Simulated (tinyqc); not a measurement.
Worked calculation: RKS/B3LYP (VWN-RPA form) in the sto-6g basis, for H3+, spin multiplicity 1. Computed by tinyqc, a small Python program that keeps every step (integrals from PySCF). Settings: charge = 1, multiplicity = 1, basis = sto-6g, energy threshold = 1e-08, iteration cap = 67, orthogonalisation = canonical, start = atomic densities, DIIS depth = 3, method = RKS, functional = b3lyp, grid = [40, 86]. Command: `OMP_NUM_THREADS=1 python tinyqc.py 23357 23358 out.jsonl` (the two numbers bound the seeds that draw the settings). One thread of a shared host (Intel(R) Xeon(R) Processor @ 2.60GHz), about 0.4 s of CPU time with the checks. Later iterations appear only in the table of the cycle.

## One-electron integrals

Geometry (angstrom):
```
atom,x,y,z
H,0.000000,0.000000,0.000000
H,0.000000,0.000000,1.064000
H,0.000000,0.785000,-0.718000
```

Basis sto-6g: exponents (1/bohr^2) and contraction coefficients of normalised primitives:
```
element,l (shell),exponent,coefficient
H,s (1),35.523221,0.009164
H,s (1),6.513144,0.049361
H,s (1),1.822143,0.168538
H,s (1),0.625955,0.370563
H,s (1),0.243077,0.416492
H,s (1),0.100112,0.130334
```

Overlap, kinetic and nuclear-attraction integrals over the contracted functions; the nuclear repulsion is the sum of Za Zb / Rab.

nuclear repulsion = 1.26652762 hartree

overlap S, lower triangle:
```
,1H 1s,2H 1s,3H 1s
1H 1s,1.000000
2H 1s,0.459930,1.000000
3H 1s,0.460022,0.130420,1.000000
```

kinetic energy T (hartree), lower triangle:
```
,1H 1s,2H 1s,3H 1s
1H 1s,0.768522
2H 1s,0.090310,0.768522
3H 1s,0.090361,-0.011052,0.768522
```

nuclear attraction V (hartree), lower triangle:
```
,1H 1s,2H 1s,3H 1s
1H 1s,-2.210595
2H 1s,-0.881820,-1.996638
3H 1s,-0.882037,-0.228573,-1.996705
```

core Hamiltonian H = T + V (hartree), lower triangle:
```
,1H 1s,2H 1s,3H 1s
1H 1s,-1.442073
2H 1s,-0.791509,-1.228116
3H 1s,-0.791676,-0.239625,-1.228183
```

## Two-electron integrals

Functions are numbered as in S; the eight-fold symmetry (ij|kl) = (ji|kl) = (kl|ij) leaves the list below.

Two-electron integrals (ij|kl) in chemists' order, unique and non-zero (hartree):
```
i,j,k,l,(ij|kl)
1,1,1,1,0.774999
2,1,1,1,0.280977
2,1,2,1,0.133245
2,2,1,1,0.457695
2,2,2,1,0.280977
2,2,2,2,0.774999
3,1,1,1,0.281047
3,1,2,1,0.099103
3,1,2,2,0.161760
3,1,3,1,0.133304
3,2,1,1,0.072161
3,2,2,1,0.031244
3,2,2,2,0.061521
3,2,3,1,0.031250
3,2,3,2,0.008736
3,3,1,1,0.457746
3,3,2,1,0.161736
3,3,2,2,0.270612
3,3,3,1,0.281047
3,3,3,2,0.061521
3,3,3,3,0.774999
```

## Orthogonalisation

S = U s U^T; canonical form X = U s^(-1/2), so that X^T S X = 1. Each column of U has its largest component positive (the first on a tie).

eigenvalues of S: 0.411445  0.869580  1.718975

X:
```
,1,2,3
1H 1s,1.156046,-0.000047,0.511721
2H 1s,-0.739484,0.758363,0.399900
3H 1s,-0.739715,-0.758199,0.399955
```

## Starting guess

The start is atomic minimal-basis densities projected into this basis (PySCF's MINAO start) and scaled to the electron count of each spin; this density is not idempotent, so its energy is not variational and may lie below the converged one.

D at the start, lower triangle:
```
,1H 1s,2H 1s,3H 1s
1H 1s,0.603052
2H 1s,0.060063,0.640137
3H 1s,0.060065,0.023644,0.640131
```

## Iteration 1: exchange-correlation on the grid

Becke grid with 40 radial and 86 angular points per atom, points of zero weight dropped. rho = sum D_ij phi_i phi_j; V_xc,ij = sum w v_xc phi_i phi_j plus the gradient terms; v_xc is d(rho eps)/d rho at fixed gradient. Exact exchange is left to K.

The 8 grid points with the largest w rho, of 10284 (bohr, atomic units):
```
x,y,z,w,rho,|grad rho|^2,eps_xc,v_xc
0.000000,1.074608,0.433680,0.030336,0.031865,0.003612,-0.242962,-0.279530
0.000000,1.233635,0.497858,0.041668,0.023188,0.001795,-0.221917,-0.253656
-0.669044,0.669044,0.669044,0.028812,0.032145,0.003606,-0.243257,-0.280260
0.669044,0.669044,0.669044,0.028812,0.032145,0.003606,-0.243257,-0.280260
0.219090,0.804630,0.804630,0.025321,0.036380,0.003504,-0.247842,-0.291442
-0.219090,0.804630,0.804630,0.025321,0.036380,0.003504,-0.247842,-0.291442
0.804630,0.804630,0.219090,0.031330,0.029311,0.003628,-0.240135,-0.272997
-0.804630,0.804630,0.219090,0.031330,0.029311,0.003628,-0.240135,-0.272997
```

electrons on the grid, sum of w rho = 2.000031

E_xc = sum of w rho eps_xc = -0.51583405 hartree

V_xc (hartree), lower triangle:
```
,1H 1s,2H 1s,3H 1s
1H 1s,-0.337030
2H 1s,-0.138491,-0.325753
3H 1s,-0.138531,-0.035299,-0.325764
```

## Iteration 1: building the Kohn-Sham matrix

J_ij = sum D_kl (ij|kl), K_ij = sum D_kl (ik|jl); F = H + J - 0.1 K + V_xc; E = tr D H + tr D J / 2 - 0.05 tr D K + E_xc + E_nn.

Coulomb J (hartree), lower triangle:
```
,1H 1s,2H 1s,3H 1s
1H 1s,1.124297
2H 1s,0.482229,1.001441
3H 1s,0.482338,0.130201,1.001475
```

exchange K (hartree), lower triangle:
```
,1H 1s,2H 1s,3H 1s
1H 1s,0.710193
2H 1s,0.419656,0.622467
3H 1s,0.419745,0.168318,0.622508
```

Kohn-Sham matrix F (hartree), lower triangle:
```
,1H 1s,2H 1s,3H 1s
1H 1s,-0.725825
2H 1s,-0.489737,-0.614675
3H 1s,-0.489843,-0.161554,-0.614723
```

total energy of this density = -0.91844386 hartree

This density is the starting one; it is not idempotent, so its energy is not variational and may lie below the converged one.

## Iteration 1: diagonalisation and new density

Diagonalise F' = X^T F X, C = X C', fill 1 alpha and 1 beta electrons from the bottom; D = 2 C_occ C_occ^T. Each column has its largest component positive (the first on a tie).

F' = X^T F X (hartree), lower triangle:
```
,1,2,3
1,-0.144152
2,-0.000006,-0.521107
3,-0.052322,0.000018,-0.839319
```

orbital energies (hartree): MO1 -0.843235, MO2 -0.521107, MO3 -0.140236

coefficients C:
```
,MO1,MO2,MO3
1H 1s,0.596575,0.000008,1.114629
2H 1s,0.343551,0.758367,-0.767283
3H 1s,0.343672,-0.758195,-0.767488
```

D after iteration 1, lower triangle:
```
,1H 1s,2H 1s,3H 1s
1H 1s,0.711804
2H 1s,0.409909,0.236055
3H 1s,0.410053,0.236138,0.236222
```

## Iteration 2: exchange-correlation on the grid

As before.

The 8 grid points with the largest w rho, of 10284 (bohr, atomic units):
```
x,y,z,w,rho,|grad rho|^2,eps_xc,v_xc
0.000000,1.233635,0.497858,0.041668,0.038834,0.005054,-0.255629,-0.297051
0.000000,1.074608,0.433680,0.030336,0.053169,0.009531,-0.279021,-0.327539
0.923704,0.923704,0.251513,0.044056,0.034400,0.004648,-0.249632,-0.286270
-0.923704,0.923704,0.251513,0.044056,0.034400,0.004648,-0.249632,-0.286270
-0.804630,0.804630,0.219090,0.031330,0.048200,0.009133,-0.273853,-0.317422
0.804630,0.804630,0.219090,0.031330,0.048200,0.009133,-0.273853,-0.317422
0.000000,0.930947,0.375702,0.021260,0.070708,0.017012,-0.302370,-0.358175
-0.491685,1.134112,0.491685,0.040107,0.037471,0.004950,-0.253870,-0.293767
```

electrons on the grid, sum of w rho = 2.000076

E_xc = sum of w rho eps_xc = -0.51653078 hartree

V_xc (hartree), lower triangle:
```
,1H 1s,2H 1s,3H 1s
1H 1s,-0.373965
2H 1s,-0.143805,-0.293756
3H 1s,-0.143856,-0.036413,-0.293816
```

## Iteration 2: building the Kohn-Sham matrix

As before.

Coulomb J (hartree), lower triangle:
```
,1H 1s,2H 1s,3H 1s
1H 1s,1.262736
2H 1s,0.509800,0.964721
3H 1s,0.509953,0.135789,0.964914
```

exchange K (hartree), lower triangle:
```
,1H 1s,2H 1s,3H 1s
1H 1s,1.122232
2H 1s,0.631743,0.564879
3H 1s,0.631951,0.323811,0.565183
```

Kohn-Sham matrix F (hartree), lower triangle:
```
,1H 1s,2H 1s,3H 1s
1H 1s,-0.665525
2H 1s,-0.488689,-0.613639
3H 1s,-0.488775,-0.172631,-0.613603
```

total energy of this density = -1.25317701 hartree

## Iteration 2: DIIS over 2 matrices

error matrix X^T (FDS - SDF) X:
```
,1,2,3
1,0.000000,0.000000,0.090424
2,0.000000,0.000000,-0.000067
3,-0.090424,0.000067,0.000000
```

B (overlaps of the stored error matrices):
```
,1,2
1,8.6597353e-03,-1.1900165e-02
2,-1.1900165e-02,1.6353150e-02
```

Minimise |sum c_i e_i|^2 with sum c_i = 1: solve [B -1; -1 0][c; lambda] = [0; -1] with B_ij = tr e_i^T e_j, and take F = sum c_i F_i.

DIIS coefficients: 0.578805  0.421195

extrapolated F (hartree), lower triangle:
```
,1H 1s,2H 1s,3H 1s
1H 1s,-0.700427
2H 1s,-0.489295,-0.614238
3H 1s,-0.489393,-0.166220,-0.614251
```

## Iteration 2: diagonalisation and new density

As before.

F' = X^T F X (hartree), lower triangle:
```
,1,2,3
1,-0.116341
2,0.000006,-0.515220
3,-0.034731,0.000003,-0.833650
```

orbital energies (hartree): MO1 -0.835328, MO2 -0.515220, MO3 -0.114663

coefficients C:
```
,MO1,MO2,MO3
1H 1s,0.566903,-0.000057,1.130009
2H 1s,0.363747,0.758378,-0.757906
3H 1s,0.363807,-0.758184,-0.758162
```

D after iteration 2, lower triangle:
```
,1H 1s,2H 1s,3H 1s
1H 1s,0.642758
2H 1s,0.412418,0.264623
3H 1s,0.412486,0.264667,0.264711
```

## Iteration 6 (converged): orbitals

converged F (hartree), lower triangle:
```
,1H 1s,2H 1s,3H 1s
1H 1s,-0.686443
2H 1s,-0.494476,-0.617773
3H 1s,-0.494571,-0.174864,-0.617779
```

As before.

F' = X^T F X (hartree), lower triangle:
```
,1,2,3
1,-0.093258
2,0.000007,-0.509340
3,-0.020125,-0.000002,-0.838123
```

orbital energies (hartree): MO1 -0.838666, MO2 -0.509340, MO3 -0.092715

coefficients C:
```
,MO1,MO2,MO3
1H 1s,0.542734,-0.000070,1.141814
2H 1s,0.379801,0.758375,-0.749993
3H 1s,0.379842,-0.758187,-0.750254
```

D after iteration 6, lower triangle:
```
,1H 1s,2H 1s,3H 1s
1H 1s,0.589120
2H 1s,0.412262,0.288497
3H 1s,0.412306,0.288529,0.288560
```

## Convergence

Stop when the energy changes by less than 1e-08 hartree and every element of the error matrix X^T (F D S - S D F) X is below 3e-05.

Course of the cycle:
```
iteration,E (hartree),change,largest element of the error matrix
1,-0.91844386,-,6.58e-02
2,-1.25317701,-3.35e-01,9.04e-02
3,-1.25663421,-3.46e-03,4.03e-02
4,-1.25725067,-6.16e-04,2.14e-02
5,-1.25749190,-2.41e-04,3.56e-05
6,-1.25749190,-6.71e-10,1.90e-07
```

PySCF RKS in the same basis, fine grid = -1.25748276 hartree

Converged in 6 iterations. The coarse grid moves the energy by -9.14e-06 hartree.

## Populations, bond orders and dipole

Mulliken: Z minus the diagonal of D S on the atom; Loewdin: the same with S^(1/2) D S^(1/2); Mayer order: 2 sum_s sum (D(s) S)_ij (D(s) S)_ji over the two atoms.

Charges (e):
```
atom,Mulliken,Loewdin
1H,0.031598,0.045912
2H,0.484261,0.477106
3H,0.484140,0.476981
```

Mayer bond orders:
```
pair,order
2-1,0.499442
3-1,0.499559
3-2,0.266049
```

dipole moment about the origin, x y z (debye): 0.000000  1.825459  0.805215
